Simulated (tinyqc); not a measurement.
CCSD on RHF in the sto-6g basis, frozen core, for BeH2, spin multiplicity 1, step by step. One step of it, computed by the program tinyqc.

Question. Iteration 6 (converged): orbitals. Diagonalise F' = X^T F X, C = X C', fill 3 alpha and 3 beta electrons from the bottom; D = 2 C_occ C_occ^T. Each column has its largest component positive (the first on a tie).

converged F (hartree), order 1Be 1s, 1Be 2s, 1Be 2px, 1Be 2py, 1Be 2pz, 2H 1s, 3H 1s:
$$\begin{pmatrix}
-4.590928 & -1.248880 & 0.000000 & -0.000474 & 0.000106 & -0.348032 & -0.294498 \\
-1.248880 & -0.593025 & 0.000000 & -0.011268 & -0.001102 & -0.409651 & -0.381576 \\
0.000000 & 0.000000 & 0.209380 & 0.000000 & 0.000000 & 0.000000 & 0.000000 \\
-0.000474 & -0.011268 & 0.000000 & -0.216452 & -0.000133 & -0.333999 & 0.322433 \\
0.000106 & -0.001102 & 0.000000 & -0.000133 & 0.209372 & -0.001400 & -0.001251 \\
-0.348032 & -0.409651 & 0.000000 & -0.333999 & -0.001400 & -0.312184 & -0.040152 \\
-0.294498 & -0.381576 & 0.000000 & 0.322433 & -0.001251 & -0.040152 & -0.281313
\end{pmatrix}$$

X, order 1Be 1s, 1Be 2s, 1Be 2px, 1Be 2py, 1Be 2pz, 2H 1s, 3H 1s:
$$\begin{pmatrix}
1.027133 & -0.148253 & 0.000000 & 0.000295 & -0.000088 & 0.015245 & 0.017573 \\
-0.148253 & 1.232975 & 0.000000 & 0.023662 & 0.001190 & -0.314431 & -0.272031 \\
0.000000 & 0.000000 & 1.000000 & 0.000000 & 0.000000 & 0.000000 & 0.000000 \\
0.000295 & 0.023662 & 0.000000 & 1.346276 & 0.000165 & -0.437509 & 0.401871 \\
-0.000088 & 0.001190 & 0.000000 & 0.000165 & 1.000007 & -0.001843 & -0.001530 \\
0.015245 & -0.314431 & 0.000000 & -0.437509 & -0.001843 & 1.299544 & -0.096195 \\
0.017573 & -0.272031 & 0.000000 & 0.401871 & -0.001530 & -0.096195 & 1.253501
\end{pmatrix}$$

Give: F' = X^T F X; orbital energies; coefficients C; D after iteration 6.

Answer.

F' = X^T F X (hartree):
$$\begin{pmatrix}
-4.494 & -0.653 & 0.000 & 0.004 & 0.000 & -0.059 & -0.037 \\
-0.653 & -0.087 & 0.000 & 0.012 & 0.000 & -0.337 & -0.307 \\
0.000 & 0.000 & 0.209 & 0.000 & 0.000 & 0.000 & 0.000 \\
0.004 & 0.012 & 0.000 & 0.259 & 0.000 & -0.464 & 0.440 \\
0.000 & 0.000 & 0.000 & 0.000 & 0.209 & -0.002 & -0.002 \\
-0.059 & -0.337 & 0.000 & -0.464 & -0.002 & 0.094 & -0.112 \\
-0.037 & -0.307 & 0.000 & 0.440 & -0.002 & -0.112 & 0.077
\end{pmatrix}$$

orbital energies (hartree): MO1 -4.593, MO2 -0.450, MO3 -0.410, MO4 0.209, MO5 0.209, MO6 0.431, MO7 0.870

coefficients C, order 1Be 1s, 1Be 2s, 1Be 2px, 1Be 2py, 1Be 2pz, 2H 1s, 3H 1s:
$$\begin{pmatrix}
0.995 & -0.207 & 0.039 & 0.002 & 0.000 & -0.209 & -0.009 \\
0.021 & 0.551 & -0.117 & -0.010 & 0.000 & 1.177 & 0.114 \\
0.000 & 0.000 & 0.000 & 0.000 & 1.000 & 0.000 & 0.000 \\
0.000 & 0.097 & 0.490 & 0.000 & 0.000 & -0.054 & 1.383 \\
0.000 & 0.001 & 0.000 & 1.000 & 0.000 & 0.011 & 0.001 \\
-0.002 & 0.470 & 0.325 & 0.004 & 0.000 & -0.752 & -1.047 \\
-0.002 & 0.308 & -0.486 & 0.005 & 0.000 & -0.823 & 0.899
\end{pmatrix}$$

D after iteration 6, order 1Be 1s, 1Be 2s, 1Be 2px, 1Be 2py, 1Be 2pz, 2H 1s, 3H 1s:
$$\begin{pmatrix}
2.067 & -0.195 & 0.000 & -0.002 & -0.001 & -0.174 & -0.170 \\
-0.195 & 0.636 & 0.000 & -0.008 & 0.001 & 0.442 & 0.454 \\
0.000 & 0.000 & 0.000 & 0.000 & 0.000 & 0.000 & 0.000 \\
-0.002 & -0.008 & 0.000 & 0.498 & 0.000 & 0.409 & -0.416 \\
-0.001 & 0.001 & 0.000 & 0.000 & 0.000 & 0.001 & 0.001 \\
-0.174 & 0.442 & 0.000 & 0.409 & 0.001 & 0.653 & -0.026 \\
-0.170 & 0.454 & 0.000 & -0.416 & 0.001 & -0.026 & 0.662
\end{pmatrix}$$
